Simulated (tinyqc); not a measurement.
Band offset from the macroscopic average of a supercell potential, step by step. Values are carried at full precision from step to step, so a last printed digit may differ when a step is redone from the rounded ones.

A model of the planar-averaged electrostatic energy of an electron in a periodic cell of N1 periods of A (L1 = N1 n1 h) and N2 periods of B (L2 = N2 n2 h), on z_j = j h: V(z) = f VA + (1 - f) VB + F t(z), VA = V1[0] + V1[1] cos(2 pi z/(n1 h)) + V1[2] cos(4 pi z/(n1 h)), VB the same with V2, n2 and z - L1. f = [tanh(z/w) - tanh((z - L1)/w) + tanh((z - L1 - L2)/w)]/2 + 1/2; t(z) = z - L1/2 in A and (L1/L2)(L1 + L2/2 - z) beyond, so that the cell is periodic.

Constants: e^2/(4 pi eps0) = 14.39964547 eV angstrom.

Values chosen for the exercise (gaps near those of GaAs and Ge; the results hold for these values, not for the real material):
```
symbol  value                unit         meaning
h       0.35                 angstrom     grid step
n1      6                                 grid points per period of A
n2      6                                 grid points per period of B
N1      4                                 periods of A
N2      4                                 periods of B
V1      (-6.59, 2.4, -0.98)  eV           mean and two harmonics of the potential in A
V2      (-8.04, 3.1, 0.16)   eV           the same in B
w       0.43                 angstrom     width of the interfaces
F       0                    eV/angstrom  slope in A from opposite charges on the two interfaces
Ev1     5.54                 eV           valence top of bulk A above its mean potential
Eg1     (0.51, 1.49)         eV           gap of A: semi-local value, corrected value
fv1     0.47                              share of the correction that lowers the valence top of A
Ev2     7.49                 eV           valence top of bulk B above its mean potential
Eg2     (0.1, 0.73)          eV           gap of B: semi-local value, corrected value
fv2     0.69                              the same share for B
eps     9.3                               dielectric constant at the interface
```

## The planar average

Evaluate V on the grid, j = 0, 1, ...

V(z_j) (eV): -4.975  -5.174  -7.388  -9.978  -7.304  -4.900  -5.170  -4.900  -7.300  -9.970  -7.300  -4.900  -5.170  -4.900  -7.300  -9.970  -7.300  -4.900  -5.170  -4.900  -7.304  -9.978  -7.388  -5.174  -4.975  -6.296  -9.582  -10.972  -9.666  -6.570  -4.780  -6.570  -9.670  -10.980  -9.670  -6.570  -4.780  -6.570  -9.670  -10.980  -9.670  -6.570  -4.780  -6.570  -9.666  -10.972  -9.582  -6.296

## Running means

Running mean over n points, periodic: for odd n the plain mean of the n points centred on j; for even n the n + 1 points with half weight at both ends. The macroscopic average applies the mean over n1 points and then over n2 points.

Apply the first mean, then the second.

after the mean over n1 points (eV): -7.315  -7.042  -6.736  -6.636  -6.629  -6.599  -6.591  -6.590  -6.590  -6.590  -6.590  -6.590  -6.590  -6.590  -6.590  -6.590  -6.590  -6.590  -6.591  -6.599  -6.629  -6.636  -6.736  -7.042  -7.315  -7.588  -7.894  -7.994  -8.001  -8.031  -8.039  -8.040  -8.040  -8.040  -8.040  -8.040  -8.040  -8.040  -8.040  -8.040  -8.040  -8.040  -8.039  -8.031  -8.001  -7.994  -7.894  -7.588

macroscopic average (eV): -7.315  -7.096  -6.909  -6.766  -6.668  -6.618  -6.602  -6.595  -6.591  -6.590  -6.590  -6.590  -6.590  -6.590  -6.590  -6.590  -6.591  -6.595  -6.602  -6.618  -6.668  -6.766  -6.909  -7.096  -7.315  -7.534  -7.721  -7.864  -7.962  -8.012  -8.028  -8.035  -8.039  -8.040  -8.040  -8.040  -8.040  -8.040  -8.040  -8.040  -8.039  -8.035  -8.028  -8.012  -7.962  -7.864  -7.721  -7.534

Around the middle of B the first mean varies by 0 meV over five points and the second by 0 meV.

## The potential line-up

Read the macroscopic average in the middle of each region, j = 12 and j = 36, and its slope in A by a central difference over two points each way.

plateau in A = -6.590 eV
plateau in B = -8.040 eV
dV = B - A = -1.450 eV
slope in A = 0.000 eV/angstrom

The plateaus are flat, so the line-up is well defined.

## Band offsets

dEv = Ev(A) - Ev(B) = Ev1 - (dV + Ev2); dEc = Ec(B) - Ec(A) = Eg2 - Eg1 - dEv. The correction of a gap, c = Eg[1] - Eg[0], lowers the valence top by fv c and leaves dV, a ground-state quantity, as it is. Type I: dEv and dEc of one sign; II: opposite signs; III: no overlap of the gaps.

Give the offsets with semi-local and with corrected band edges.

dEv, dEc, semi-local (eV): -0.500  0.090

lowering of the valence tops of A and B (eV): 0.461  0.435

dEv, dEc, corrected (eV): -0.526  -0.234

The correction moves dEv by -0.03 eV and dEc by -0.32 eV; the type changes from II to I.

## The dipole behind the step

A step dV of the mean electron energy from A to B across an interface equals 4 pi (e^2/4 pi eps0) times a dipole per area p (in e angstrom per angstrom^2). For a change of 0.1 eV in dV, give the charge per area moved over 2 angstrom in a medium of dielectric constant eps: sigma = 0.1 eps/(4 pi (e^2/4 pi eps0) 2). 1 angstrom^-2 = 1e16 cm^-2.

|p| = 0.00801 e/angstrom
sigma = 2.57e+13 e/cm^2

With about 7e14 atoms per cm^2 in a plane (as on a silicon (100) face), 3.7 % of an electron per atom shifts the line-up by 0.1 eV.

## Checks

- Line-up in a cell of 14 + 14 periods without slope against V2[0] - V1[0] (eV): both -1.4500.

Computed by tinyqc, a small Python program: `OMP_NUM_THREADS=1 python tinyqc.py 1850742 1850743 out.jsonl` (the numbers bound the seed that draws the inputs); one thread of a shared host (Intel(R) Xeon(R) Processor @ 2.30GHz), about 0.01 s for the whole set of steps.
